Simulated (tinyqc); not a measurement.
Born-von Karman spring model of a cubic crystal with one atom per cell: one step, computed by the program tinyqc. Command: `OMP_NUM_THREADS=1 python tinyqc.py 3010245 3010246 out.jsonl springs walk`. One thread of a shared host (Intel(R) Xeon(R) Processor @ 2.30GHz), about 0.1 s of CPU time with the checks.

First neighbours lie at a/2 (1,1,0) (12 of them), second at a (1,0,0) (6), with all permutations and signs; the volume per atom is Omega = a^3/4. Two shells of springs match a real metal only roughly, above all at the zone boundary.

Problem. Frequencies at the zone boundary. A neighbour at R with unit vector n couples by the matrix K(R) = kL n n^T + kT (1 - n n^T), and D(q) = (1/M) sum_R K(R) [1 - cos(q.R)]. An eigenvalue lambda of D in eV/(angstrom^2 u) gives nu = 15.6333042 THz x sqrt(lambda).

Inputs (values chosen for the exercise, modelled on copper):
```
quantity                value           unit
atomic mass M           63.55              u
radial spring k1L        1.73  eV/angstrom^2
transverse spring k1T  -0.083  eV/angstrom^2
radial spring k2L       0.022  eV/angstrom^2
transverse spring k2T  -0.011  eV/angstrom^2
```

Lattice: fcc.

Constants: nu for 1 eV/(angstrom^2 u) = 15.6333042 THz.

Give: Frequencies (THz) at points given in 2 pi/a.

Solution.

Frequencies (THz) at points given in 2 pi/a:
```
point                nu 1    nu 2    nu 3
X (1, 0, 0)        4.7731  4.7731  7.1184
L (0.5, 0.5, 0.5)  3.1803  3.1803  7.2076
W (1, 0.5, 0)      4.8084  6.0463  6.0463
K (0.75, 0.75, 0)  4.3465  5.7304  6.5149
```
